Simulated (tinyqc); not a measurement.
Model-solid line-up of a strained alloy layer on a substrate, step by step. Values are carried at full precision from step to step, so a last printed digit may differ when a step is redone from the rounded ones.

All values of the alloy are linear in x but the gap, Eg(x) = (1 - x) Eg_A + x Eg_B - C x (1 - x), and the valence edge, Ev(x) = (1 - x) Ev_A + x Ev_B + fv C x (1 - x); Ec = Ev + Eg. Ev is the top of the unstrained valence band on a scale common to all materials. In the layer only the Gamma valley of the conduction band is followed, also where an X or L valley would lie lower.

Values chosen for the exercise (A near GaP, B near GaAs, substrate near Ge; the results hold for these values, not for the real material):
- a = (5.456, 5.654) angstrom (lattice constant of A, B)
- Eg = (2.909, 1.533) eV (gap at Gamma to the s-like level of A, B)
- Dso = (0.079, 0.34) eV (spin-orbit splitting of A, B)
- Ev = (-1.27, -0.8) eV (top of the unstrained valence band of A, B)
- ac = (-8.32, -7.26) eV (conduction deformation potential of A, B)
- av = (1.72, 1.18) eV (valence hydrostatic potential of A, B)
- b = (-1.62, -1.99) eV (tetragonal shear potential of A, B)
- d = (-4.65, -4.74) eV (trigonal shear potential of A, B)
- C11 = (142.5, 123) GPa (of A, B)
- C12 = (61.1, 57) GPa (of A, B)
- C44 = (71.2, 59.2) GPa (of A, B)
- C = 0.17 eV (bowing of the gap)
- fv = 0 (share of the bowing taken by the valence edge)
- x = 0.98 (fraction of B)
- a_s = 5.662 angstrom (substrate)
- face = 110 (growth face)
- Eg_s = 0.742 eV (lowest gap of the substrate)
- Ev_s = -0.35 eV (substrate valence edge)
- e14 = -0.156 C/m^2 (piezoelectric constant of the layer)
- eps = 12.5 (dielectric constant)
- Lw = 10 nm (thickness of the layer)

## Values of the alloy

Interpolate.

Alloy at x (a in angstrom, C11, C12, C44 in GPa, all else in eV):
```
symbol,value
a,5.6500
Eg,1.5572
Dso,0.3348
Ev,-0.8094
ac,-7.2812
av,1.1908
b,-1.9826
d,-4.7382
C11,123.3900
C12,57.0820
C44,59.4400
```

## Strain on the (110) substrate

Coherent growth on a (110) face: e_par = (a_s - a)/a, e_perp = -(C11 + 3 C12 - 2 C44)/(C11 + C12 + 2 C44) e_par; exx = eyy = (e_par + e_perp)/2, ezz = e_par, exy = (e_perp - e_par)/2, eyz = ezx = 0.

Use the values of the alloy.

e_par = 0.002117
e_perp = -0.001243

strain tensor in the cubic axes:
```
,x,y,z
x,0.000437,-0.001680,0.000000
y,-0.001680,0.000437,0.000000
z,0.000000,0.000000,0.002117
```

The layer is under tension in the plane; its volume changes by +0.299 %.

## Strained band edges

Strained edges: Ec + ac tr(e); the valence edges are Ev plus the levels of the 6 x 6 matrix of X, Y, Z times spin with -Dso/3 + l exx + m (eyy + ezz) on the diagonal (cyclic), n exy off it, l = av + 2 b, m = av - b, n = sqrt(3) d. Spin-orbit term (Dso/3) L.sigma on X, Y, Z with (L_k)_ij = -i epsilon_kij: <X+|H|Y+> = -i Dso/3, <X+|H|Z-> = Dso/3, <Y+|H|Z-> = -i Dso/3, <Z+|H|X-> = -Dso/3, <Z+|H|Y-> = i Dso/3, <X-|H|Y-> = i Dso/3, and their conjugates; + and - are the spin along z.

Give the hydrostatic shifts, the strain block and the edges.

ac tr(e), av tr(e) (eV): -0.0218  0.0036

strain block (eV):
```
,X,Y,Z
X,0.0069,0.0138,0
Y,0.0138,0.0069,0
Z,0,0,-0.0031
```

Ec and the three valence edges from the top (eV): 0.7260  -0.7968  -0.8145  -1.1411

strained gap = 1.5228 eV

Strain moves the gap by -34 meV: -25 meV from the volume and -9 meV from the splitting of the valence edge, which always raises the top.

## Offsets against the substrate material

dEc = Ec(substrate) - Ec(layer), dEv = Ev(layer) - Ev(substrate); positive values confine the carrier in the layer. Type I: both of one sign; type II: opposite signs; type III: the gaps do not overlap.

Give also the smallest gap across the interface, min Ec - max Ev.

dEc = -0.3340 eV
dEv = -0.4468 eV

type: I

smallest gap = 0.7420 eV

Both carriers collect in the substrate material; the conduction band takes 43 % of the gap difference. Where the alloy is indirect its X or L edge, left out, lies lower and changes dEc.

## Piezoelectric polarisation

P_x = 2 e14 eyz and cyclic. The field along the normal n of the (110) face is -P.n/(eps eps0) in a layer between thick unstrained barriers, eps0 = 8.8541878e-12 F/m; 1 kV/cm = 1e5 V/m.

P (C/m^2): 0.000000  0.000000  0.000524

P.n = 0.000000 C/m^2
field along n = 0.0 kV/cm
potential drop across the layer = 0.0 mV

P lies along [001], in the plane of the layer, so a wide layer carries no field along its normal.

Run: tinyqc, `OMP_NUM_THREADS=1 python tinyqc.py 1080703 1080704 out.jsonl`; Intel(R) Xeon(R) Processor @ 2.30GHz, one thread, shared host; about 0.02 s of CPU time with all checks.
